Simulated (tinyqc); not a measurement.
Comparisons within one model: virtual-crystal alloy in the empirical-pseudopotential method. A value that a table varies takes the place of the one given here.

Empirical pseudopotential on the fcc lattice, atoms at +/- tau, tau = a (1,1,1)/8, no spin-orbit coupling. H(G,G') = c (2 pi/a)^2 |k + G|^2 delta + VS(q) cos(q.tau) + i VA(q) sin(q.tau), q = G - G', c = hbar^2/2m0; k and G in units of 2 pi/a; VS at |q|^2 = 3, 8, 11 and VA at 3, 4, 11, in rydberg, zero elsewhere. At each k the basis holds all G with |k + G|^2 up to 16; energies are counted from the fourth level at Gamma.

Virtual crystal A(1-x)B(x): a = (1 - x) a_A + x a_B. Rule linear: V = (1 - x) V_A + x V_B. Rule volume: V = [(1 - x) a_A^3 V_A + x a_B^3 V_B]/a^3, since a form factor is an atomic potential divided by the cell volume.

Constants: hbar^2/2m0 = 3.80998211 eV angstrom^2; Ry = 13.60569312 eV.

Inputs chosen for the exercise (classic local form factors of the size used for GaP (A) and InP (B), which place X and L only to a few tenths of an eV; the results hold for these values, not for the real material):

| symbol | value | unit | meaning |
|---|---|---|---|
| a | (5.434, 5.861) | angstrom | lattice constants of A, B |
| VSA | (-0.224, 0.031, 0.071) | Ry | symmetric form factors of A |
| VAA | (0.122, 0.071, 0.019) | Ry | antisymmetric form factors of A |
| VSB | (-0.234, 0.011, 0.061) | Ry | symmetric form factors of B |
| VAB | (0.07, 0.05, 0.009) | Ry | antisymmetric form factors of B |
| rule | linear |  | mixing rule |

## Gaps across the alloy

Gaps from the valence top to the fifth band at Gamma, at L = (1/2,1/2,1/2) and at the lowest of k = (f,0,0), f = 0.70, 0.75, ..., 1.00. Bowing C = 4 [(E(0) + E(1))/2 - E(1/2)].

Gaps (eV):

| x | Gamma | Delta/X | f of the minimum | L | lowest |
|---|---|---|---|---|---|
| 0.000 | 2.777 | 2.304 | 1.00 | 2.685 | Delta/X |
| 0.167 | 2.640 | 2.328 | 1.00 | 2.602 | Delta/X |
| 0.333 | 2.487 | 2.346 | 1.00 | 2.511 | Delta/X |
| 0.500 | 2.315 | 2.356 | 0.95 | 2.412 | Gamma |
| 0.667 | 2.126 | 2.357 | 0.90 | 2.303 | Gamma |
| 0.833 | 1.916 | 2.351 | 0.90 | 2.187 | Gamma |
| 1.000 | 1.685 | 2.341 | 0.90 | 2.063 | Gamma |

bowing (eV): Gamma -0.338, Delta/X -0.136, L -0.150

The lowest valley changes: Delta/X to Gamma between x = 0.333 and 0.500. From A to B the Gamma gap moves by -1.09 eV, L by -0.62 eV and Delta/X by +0.04 eV; a move of Delta/X below about 0.4 eV is within the error of such form factors, sign included. The virtual crystal holds no disorder and no bond relaxation, so its bowing comes from the non-linear dependence on the mean potential and volume alone, and it may differ from measured bowing, which is positive in these alloys, in size and even in sign; crossings move with it.

## Two mixing rules

Gaps from the valence top to the fifth band at Gamma, at L = (1/2,1/2,1/2) and at the lowest of k = (f,0,0), f = 0.70, 0.75, ..., 1.00. Both rules agree at the ends.

Gaps (eV):

| x | Gamma, linear | Delta/X, linear | L, linear | Gamma, volume | Delta/X, volume | L, volume |
|---|---|---|---|---|---|---|
| 0.25 | 2.565 | 2.338 | 2.558 | 2.522 | 2.326 | 2.526 |
| 0.50 | 2.315 | 2.356 | 2.412 | 2.252 | 2.340 | 2.368 |
| 0.75 | 2.023 | 2.354 | 2.246 | 1.971 | 2.342 | 2.213 |

At x = 0.5 the volume rule moves Gamma by -63 meV, Delta/X by -16 meV and L by -44 meV, that is the bowing by -4 times these; the lattice constants differ by 7.9 %, and the rules would coincide for equal ones.

Run: tinyqc, `OMP_NUM_THREADS=1 python tinyqc.py 1080492 1080493 out.jsonl`; Intel(R) Xeon(R) Processor @ 2.30GHz, one thread, shared host; about 0.2 s of CPU time with all checks.
